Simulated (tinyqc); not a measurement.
## Pinning factor and decay constant from two barriers

Question. phiB = S (phiM - chi) + (1 - S)(Eg - E0) with S = 1/(1 + (1/S0 - 1) exp(-be ti)). Find S0, S at the given thickness and be.

Inputs (values chosen for the exercise); semiconductor values close to those of gallium arsenide; interlayer mass of the order of that in titanium dioxide, offset chosen freely:
- Eg = 1.38 eV (band gap)
- chi = 3.97 eV (electron affinity)
- E0 = 0.51 eV (charge-neutrality level above the valence band)
- phiM = 4.5 eV (metal work function)

phiB at ti = 0, 0.5 nm (eV): 0.836  0.71670996

Answer. Each barrier gives its S by linear interpolation between the pinned and the unpinned value; the ratio of the two values of 1/S - 1 is exp(be ti).

S0 = 0.100
S = 0.451
be = 4.00 1/nm

Computed by the program tinyqc: `OMP_NUM_THREADS=1 python tinyqc.py 2270033 2270034 out.jsonl`, one thread of a shared Intel Xeon 2.30GHz, about 0.02 s for the whole run.
